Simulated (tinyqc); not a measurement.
Schottky barrier on an n-type semiconductor with a surface-enhanced doping, non-linear Poisson equation by Newton steps: two steps of the calculation.

One dimension, metal at x = 0, donor density C(x) = Nd + N0 exp(-x/Ls). Energies are counted from the electron Fermi level of the semiconductor and the conduction-band edge is Ec = -psi, so n = Nc exp(psi/Vt); holes follow the Fermi level of the metal, at -V, so p = Nv exp((V - psi - Eg)/Vt). Ends: psi(0) = V - phiB and psi = Vt ln(Nd/Nc) deep inside. Boltzmann statistics, full ionisation, no current, no image force in the Poisson equation.

Inputs (values chosen for the exercise); band and dielectric values close to those of gallium phosphide:
- T = 400 K (temperature)
- Eg = 2.23 eV (band gap)
- eps_r = 11.1 (relative permittivity)
- Nc = 2.73e19 cm^-3 (conduction-band density of states at T)
- Nv = 2.89e19 cm^-3 (valence-band density of states at T)
- V = -2.5 V (bias of the metal against the semiconductor)

Constants: q = 1.602176634e-19 C, kB = 1.380649e-23 J/K, Vt = kB T/q, eps0 = 8.8541878128e-14 F/cm where lengths are in cm. Results are converted to the units shown.

Problem 1. Densities, residual and Jacobian diagonal. n_i = Nc exp(psi_i/Vt), p_i = Nv exp((V - psi_i - Eg)/Vt), rho_i = p_i - n_i + C_i, g_i = (n_i + p_i)/Vt. Box widths w_i = (h_(i-1) + h_i)/2 in cm. Residual F_i = a_i (psi_(i+1) - psi_i) - a_(i-1) (psi_i - psi_(i-1)) + q rho_i w_i; Jacobian: a_(i-1) and a_i beside the diagonal, b_i = -a_(i-1) - a_i - q g_i w_i on it. The two end nodes are fixed.

```
node	x (nm)	psi after iteration 2 (V)	donor density C (cm^-3)
0	0	-3.7400000	2.61e16
1	140	-1.8343621	1.9708470e16
2	304	-0.4029449	1.4442055e16
3	495	0.4728888	1.0374182e16
4	720	0.7238045	7.4105936e15
5	982	0.2452778	5.4437994e15
6	1290	-0.2800903	4.2451026e15
7	1650	-0.3069916	3.5957343e15
8	2070	-0.3109845	3.2866613e15
9	2560	-0.3124099	3.1597256e15
10	3140	-0.3129141	3.1155013e15
11	3810	-0.3130554	3.1032634e15
12	4600	-0.3130872	3.1005197e15
13	5520	-0.3130925	3.1000612e15
14	6600	-0.3130932	3.1000050e15
```

coupling a_i, interval 0 to 13 (F/cm^2): 7.0201061e-8  5.9927735e-8  5.1456275e-8  4.3680660e-8  3.7512017e-8  3.1909573e-8  2.7300412e-8  2.3400354e-8  2.0057446e-8  1.6945084e-8  1.4668878e-8  1.2440694e-8  1.0682770e-8  9.1001375e-9

Wanted: n; p; residual F; diagonal b.

Solution 1.

```
node	n (cm^-3)	p (cm^-3)
0	2.06e-28	9.72e6
1	2.11e-4	9.49e-18
2	2.29e14	8.76e-36
3	2.48e25	8.08e-47
4	3.59e28	5.57e-50
5	3.36e22	5.96e-44
6	8.08e15	2.48e-37
7	3.70e15	5.41e-37
8	3.30e15	6.08e-37
9	3.16e15	6.33e-37
10	3.12e15	6.43e-37
11	3.10e15	6.45e-37
12	3.10e15	6.46e-37
13	3.10e15	6.46e-37
14	3.10e15	6.46e-37
```

```
node	residual F (1e5 C/cm^2)	diagonal b (F/cm^2)
1	0.00	-1.30e-7
2	0.00	-1.30e-7
3	0.00	-2.40e3
4	-1.40	-4.07e6
5	0.00	-4.45
6	0.00	-1.31e-6
7	0.00	-7.21e-7
8	0.00	-7.40e-7
9	0.00	-8.23e-7
10	0.00	-9.37e-7
11	0.00	-1.08e-6
12	0.00	-1.26e-6
13	0.00	-1.46e-6
```

Problem 2. Converged densities, field and barrier lowering. n and p as above; E_i = -(psi_(i+1) - psi_i)/h_i; at the metal |E_0| = |E on interval 0| + q rho_0 (h_0/2)/(eps0 eps_r), rho_0 = p_0 - n_0 + C_0; image-force lowering dphi = sqrt(q |E_0|/(4 pi eps0 eps_r)).

```
node	x (nm)	converged psi (V)	donor density C (cm^-3)
0	0	-3.7400000	2.61e16
1	140	-2.0580918	1.9708470e16
2	304	-0.8887578	1.4442055e16
3	495	-0.3250889	1.0374182e16
4	720	-0.2855618	7.4105936e15
5	982	-0.2936382	5.4437994e15
6	1290	-0.3020874	4.2451026e15
7	1650	-0.3078521	3.5957343e15
8	2070	-0.3110118	3.2866613e15
9	2560	-0.3124106	3.1597256e15
10	3140	-0.3129142	3.1155013e15
11	3810	-0.3130554	3.1032634e15
12	4600	-0.3130872	3.1005197e15
13	5520	-0.3130925	3.1000612e15
14	6600	-0.3130932	3.1000050e15
```

Find: n; p; field E; |E_0| at the metal; image-force lowering.

Solution 2.

```
node	n (cm^-3)	p (cm^-3)
0	2.062e-28	9.715e6
1	3.201e-7	6.257e-15
2	1.731e8	1.157e-29
3	2.189e15	9.151e-37
4	6.890e15	2.907e-37
5	5.451e15	3.675e-37
6	4.266e15	4.695e-37
7	3.609e15	5.550e-37
8	3.293e15	6.083e-37
9	3.162e15	6.335e-37
10	3.116e15	6.428e-37
11	3.103e15	6.454e-37
12	3.101e15	6.460e-37
13	3.100e15	6.461e-37
14	3.100e15	6.461e-37
```

field E, interval 0 to 13 (kV/cm): -120.1  -71.3  -29.5  -1.8  0.3  0.3  0.2  0.1  0.0  0.0  0.0  0.0  0.0  0.0
|E_0| at the metal = 149.9 kV/cm
image-force lowering = 44.10 mV

Program tinyqc, `OMP_NUM_THREADS=1 python tinyqc.py 2020141 2020142 out.jsonl`; Intel Xeon 2.30GHz, shared host, one thread, about 0.2 s.
